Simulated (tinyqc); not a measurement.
Where a fixed hold relaxes most: thermal stress and diffusional relaxation in a metal film: Coble and Nabarro-Herring creep, cooling and holds. Computed by tinyqc, a small Python program. Command: `OMP_NUM_THREADS=1 python tinyqc.py 3029739 3029740 out.jsonl creep walk`. One thread of a shared host (Intel(R) Xeon(R) Processor @ 2.30GHz), about 0.02 s of CPU time with the checks.

A thin film on a rigid substrate is stress-free at T0. Tension is positive and the film creeps linearly: d sigma/dt = -M (mismatch) dT/dt - sigma/tau.

Inputs (values chosen for the exercise, modelled on aluminium films on silicon):
```
quantity                           value        unit
biaxial modulus M                    101         GPa
expansion mismatch                  20.8      1e-6/K
atomic volume Omega                 16.6  angstrom^3
lattice prefactor D0             0.00014       m^2/s
lattice energy E                    1.48          eV
boundary prefactor (delta D_b)0  6.2e-14       m^3/s
boundary energy E_b                0.849          eV
grain size d                         3.8          um
stress-free temperature T0           350           C
hold temperature T                   140           C
hold time t                         0.14           h
yield stress                         300         MPa
```

Constants: k_B = 1.380649e-23 J/K; k_B = 8.617333262e-05 eV/K.

Method:
- Thermoelastic slope = M x mismatch; sigma_0 = slope x (T0 - T).
- Creep rate per stress: Nabarro-Herring 14 D Omega/(k_B T d^2), Coble (14 pi) delta D_b Omega/(k_B T d^3), with D = D0 exp(-E/(k_B T)), delta D_b = (delta D_b)0 exp(-E_b/(k_B T)); 1/tau = M x (sum of both)/2 (biaxial strain rate is half the uniaxial one).
- Temperatures in kelvin are T(C) + 273.15.
- For each hold temperature: sigma_0 = slope (T0 - T), relaxed stress sigma_0 (1 - exp(-t/tau)), initial rate sigma_0/tau. In confined lines the relaxed part appears as void volume.

thermoelastic slope = 2.1008 MPa/K

Holds:
```
T (C)  sigma_0 (MPa)     tau (h)  relaxed (MPa)  initial rate (MPa/h)
25           682.760  6.1598e+03     1.5518e-02            1.1084e-01
65           598.728  1.4017e+02     5.9772e-01            4.2716e+00
105          514.696  7.1901e+00     9.9248e+00            7.1584e+01
145          430.664  6.5764e-01     8.2579e+01            6.5486e+02
185          346.632  9.2081e-02     2.7085e+02            3.7644e+03
225          262.600  1.7793e-02     2.6250e+02            1.4758e+04
265          178.568  4.4096e-03     1.7857e+02            4.0495e+04
305           94.536  1.3279e-03     9.4536e+01            7.1191e+04
345           10.504  4.6627e-04     1.0504e+01            2.2528e+04
```

What follows from these numbers?

The relaxed stress peaks at 185 C among these rows: colder holds have more stress but slower diffusion, hotter ones faster diffusion but less stress. The initial rate peaks about k_B T^2/E_b = 39 K below T0 when boundaries dominate; its largest row is 305 C. Caution: the elastic stress exceeds the yield stress, so dislocation glide would cap it first. Caution: dislocation glide would cap stresses above the yield stress; capping layers can block the surface and boundary paths, and threshold stresses are ignored.

Extremes, crossings and ranges named in words are read from the listed rows.
